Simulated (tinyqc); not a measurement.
Length of a molecular wire: coherent transport through a tight-binding bridge. Computed by the program tinyqc. 

A uniform bridge between two chains:
```
parameter                        value
site energy (eV)              0.670000
hopping in the bridge (eV)    0.770000
lead hopping (eV)             2.510000
couplings (eV)              0.76, 0.56
E (eV)                        0.290000
```

T = Gamma_L Gamma_R |G_1n|^2 with the self-energies of semi-infinite chains.

Transmission against length:
```
sites           T     ln T
2      2.8404e-01  -1.2586
3      2.0375e-01  -1.5908
4      6.9142e-01  -0.3690
5      1.6289e-01  -1.8147
6      7.3640e-01  -0.3060
7      1.9751e-01  -1.6220
8      2.9972e-01  -1.2049
9      3.7537e-01  -0.9798
10     1.7948e-01  -1.7177
```

E lies inside the band of the bridge (|E - e|/2h = 0.247 < 1): T does not decay but oscillates with length, between 0.163 and 0.736 here, as levels of the bridge pass E.
